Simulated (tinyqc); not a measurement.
From results to parameters: Hubbard dimer. Computed by the program tinyqc.

Problem. A two-site Hubbard model with two electrons has its ground state at (U - sqrt(U^2 + 16 t^2))/2, the triplet at 0 and the odd ionic singlet at U. Find t, U and the double occupancy per site.

singlet-triplet splitting = 0.714250 eV
gap from the ground state to the ionic odd singlet = 5.054250 eV

Solution. The difference of the two gaps is U and their product is 4 t^2; the double occupancy per site is (1 - U/sqrt(U^2 + 16 t^2))/4.

t, U (eV): 0.9500  4.3400
double occupancy per site = 0.0619
